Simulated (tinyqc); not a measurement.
# Square on-chip spiral inductor, lumped pi model: effects of single changes

Outer diameter do = di + 2 n wd + 2 (n - 1) sp, mean da = (do + di)/2, fill p = (do - di)/(do + di), length l = 4 n da. L = 2.34 mu0 n^2 da/(1 + 2.75 p), mu0 = 4 pi 1e-7 H/m. Rs = rho l/(wd delta (1 - exp(-th/delta))), delta = sqrt(rho/(pi f mu0)). Cs = n wd^2 eps0 eo/hu across the coil. At each end Cox = l wd eps0 eo/(2 ho) leads to the substrate branch Rsi = 2 rs he/(l wd) in parallel with Csi = l wd eps0 11.7/(2 he). With one end grounded Y = 1/(Rs + i w L) + i w Cs + 1/[1/(i w Cox) + 1/(1/Rsi + i w Csi)], w = 2 pi f; Q = -Im Y/Re Y. Eddy currents in neighbouring turns and in the substrate are left out.

Values chosen for this exercise; values of the order met in silicon radio-frequency processes:
- n = 3.5 (number of turns)
- wd = 15 um (line width)
- sp = 3 um (space between turns)
- di = 40 um (inner diameter)
- th = 4 um (metal thickness)
- rho = 1.9 uohm cm (metal resistivity)
- ho = 9.1 um (oxide below the coil)
- hu = 1.1 um (oxide between coil and underpass)
- eo = 3 (relative permittivity of the oxide)
- rs = 1000 ohm cm (substrate resistivity)
- he = 30 um (effective spreading depth in the substrate)
- f = 1.8 GHz (frequency)

Constants: eps0 = 8.8541878128e-12 F/m. Results are converted to the units shown.

Each table varies one quantity; the others keep the values above.

## Quality factor against frequency

Apparent inductance Im(1/Y)/w; share of the loss Re(substrate branch)/Re Y.

Results:
```
f (GHz)	Rs (ohm)	w L/Rs	Q	apparent inductance (nH)	loss in the substrate (%)
0.38	0.73820	4.3965	4.3947	1.3597	0.010516
1	0.96402	8.8595	8.8374	1.3619	0.055863
1.7	1.1618	12.498	12.412	1.3668	0.13362
2.7	1.3981	16.494	16.217	1.3784	0.27932
4.4	1.7334	21.679	20.751	1.4114	0.59583
7.3	2.2000	28.340	25.123	1.5132	1.2825
12	2.8052	36.535	25.760	1.8748	2.6783
19	3.5247	46.039	13.508	4.3698	5.2038
```

Estimate the missing row, f = 0.62 GHz.

Computed row:
```
f (GHz)	Rs (ohm)	w L/Rs	Q	apparent inductance (nH)	loss in the substrate (%)
0.62	0.83523	6.3399	6.3335	1.3603	0.024816
```

With this row back in the table: Q goes from 4.39 through a maximum of 25.8 (at f = 12 GHz among the rows listed) to 13.5; the exact peak is 26.4 at 10.0 GHz and Q reaches zero at the self-resonance, 22.9 GHz. The share of the substrate rises from 0.0105 to 5.20 %, and the apparent inductance ends at 3.21 times L. At the peak the substrate takes 2.06 % of the loss. For f = 19 the coil is longer than 0.15 of a wavelength in the oxide, where one lumped section is rough.

## Effect of the line width

Same model as above.

Peak Q and its frequency from a search over f; self-resonance where Im Y = 0; Q at the given f (negative beyond resonance).

Effect of the line width:
```
wd (um)	L (nH)	do (um)	peak Q	f of the peak (GHz)	self-resonance (GHz)	Q at f
2	1.134	69.00	12.59	53.51	120.1	2.641
4	1.129	83.00	17.42	32.91	74.14	4.662
6	1.151	97.00	20.31	23.82	53.82	6.392
9	1.207	118.0	23.11	16.65	37.75	8.708
13	1.305	146.0	25.50	11.64	26.48	11.52
18	1.445	181.0	27.46	8.259	18.83	14.78
25	1.657	230.0	29.21	5.699	13.02	18.99
```

As wd goes from 2 to 25, L goes from 1.134 through a minimum of 1.129 (at wd = 4 among the rows listed) to 1.657 nH, the peak Q rises from 12.6 to 29.2, its frequency falls from 53.5 to 5.70 GHz and the self-resonance falls from 120 to 13.0 GHz.

Numbers from tinyqc (`OMP_NUM_THREADS=1 python tinyqc.py 2302239 2302240 out.jsonl`; about 0.01 s on one thread of a shared Intel Xeon 2.30GHz).
